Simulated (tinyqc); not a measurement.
A barrier in a uniform field, exact transmission by Airy functions: two steps of the calculation.

The left lead has its band edge at 0, the barrier edge falls as U(x) = U0 - F x with F = V/d for 0 < x < d, and the right lead has its edge at -V. No transverse momentum; C = hbar^2/(2 m0); psi and psi'/m are continuous. M carries (psi, psi'/m) across the barrier.

Parameters, values chosen for the exercise; U0 - E and the mass are of the order of those of silicon dioxide on silicon; the mass of the right lead is set freely:
- mL = 0.93 m0 (mass in the left lead)
- U0 = 3.58 eV (barrier edge at x = 0)
- m1 = 0.49 m0 (mass in the barrier)
- E = 0.6 eV (electron energy)
- d = 0.8 nm (barrier width)
- V = 5.4 V (voltage across the barrier)
- mR = 0.63 m0 (mass in the right lead)

Constants: q = 1.602176634e-19 C, hbar = 1.054571817e-34 J s, m0 = 9.1093837015e-31 kg, hbar^2/(2 m0) = 0.0380998212 eV nm^2. Results are converted to the units shown.

Question 1. Scaled variables. Energy scale e = (C F^2/m1)^(1/3), z(x) = (U(x) - E)/e, s = (dz/dx)/m1 = -F/(e m1); v = k/m in a lead. vL = sqrt(mL E/C)/mL, vR = sqrt(mR (E + V)/C)/mR.

Wanted: F; e; z1; z2; s; vL; vR.

Answer 1.

F = 6.750 V/nm
e = 1.524 eV
z1 = 1.955
z2 = -1.587
s = -9.036 1/nm
vL = 4.115 1/nm
vR = 15.81 1/nm

z2 < 0: the electron leaves the forbidden region inside the barrier.

Question 2. Transfer matrix. With a = Ai, a' = Ai', b = Bi, b' = Bi' at z1 (left edge) and z2 (right edge): M11 = pi (a2 b1' - b2 a1'), M12 = (pi/s)(b2 a1 - a2 b1), M21 = pi s (a2' b1' - b2' a1'), M22 = pi (b2' a1 - a2' b1).

Airy functions:
```
             Ai           Ai'           Bi         Bi'
z1  0.037395644  -0.056320008    3.1193513   3.8140269
z2   0.43455427    0.36990700  -0.23936513  0.52874190
```

s = -9.0364162 1/nm

Give: M (M12 in nm, M21 in 1/nm).

Answer 2.

M (M12 in nm, M21 in 1/nm):
```
         1        2
1   5.1645  0.47437
2  -40.897  -3.5629
```

Range of the model: Masses are held fixed, although real bands cease to be parabolic a few tenths of an eV from their edges.

Program tinyqc, `OMP_NUM_THREADS=1 python tinyqc.py 2580105 2580106 out.jsonl`; Intel Xeon 2.30GHz, shared host, one thread, about 0.01 s.
